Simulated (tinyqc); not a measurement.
Convergence with cell size: Koster-Slater impurity in a tight-binding band, by Green functions and by supercells. Computed by tinyqc, a small Python program. Command: `OMP_NUM_THREADS=1 python tinyqc.py 3013271 3013272 out.jsonl kosterslater walk`. One thread of a shared host (Intel(R) Xeon(R) Processor @ 2.30GHz), about 0.05 s of CPU time with the checks.

One orbital per site, e(k) = -2 t sum cos(k_i) over 3 direction(s), band from -6 t to 6 t, lattice constant 1. One site has the extra energy U. Spin is left out.

Inputs (values chosen for the exercise, for a model band): hopping t = 1.2 eV; impurity potential U = -7.9 eV.

Lattice: simple cubic.

Method:
- Outside the band G0(E) = (1/pi) int_0^pi dk (2/(pi z)) K(16 t^2/z^2), z = E + 2 t cos k, K the complete elliptic integral with parameter m; 200 Gauss-Legendre points.
- A bound state solves 1/U = G0(E).
- Bisection in ln(distance from the edge) between 1e-5 t and |U| + t. Weight on the impurity site: -1/(U^2 dG0/dE), by a central difference with step min(1e-4 t, distance/30). Decay length along an axis: 1/arccosh(1 + distance/(2 t)).
- In a periodic cell of N sites along each direction with Bloch vector K, the level solves 1/U = N^-d sum_k 1/(E - e(k)), k_i = (2 pi m_i + K_i)/N, m_i = 0..N-1; the outermost root on the side of U is taken (bisection). d is the number of directions. Gamma means K_i = 0, the zone corner K_i = pi, the quarter point K_i = pi/2.
- Even N; errors against the isolated level E_b, set to 0 below 1e-6 t.

level E_b = -9.08435 eV

decay length = 0.845361 sites

Error of the level (eV):
```
N   sites        Gamma      corner  quarter point
2       8  -1.1203e+00  1.1844e+00     4.8936e-02
4      64  -5.7054e-02  4.8936e-02     2.0847e-04
6     216  -3.2353e-03  2.9895e-03     1.2071e-06
8     512  -2.1484e-04  2.0847e-04              0
10   1000  -1.5700e-05  1.5533e-05              0
12   1728  -1.2115e-06  1.2071e-06              0
```

The error at Gamma falls exponentially, between the last two resolved rows by exp(-1.281) per site against 1/(decay length) = 1.183; the rest is the power-law prefactor of the Green function. Gamma and the corner err in opposite directions. Among the sizes listed an error below 1 meV is first reached at N = 8 at Gamma; at the quarter point N = 4 is enough.

Extremes, crossings and ranges named in words are read from the listed rows.
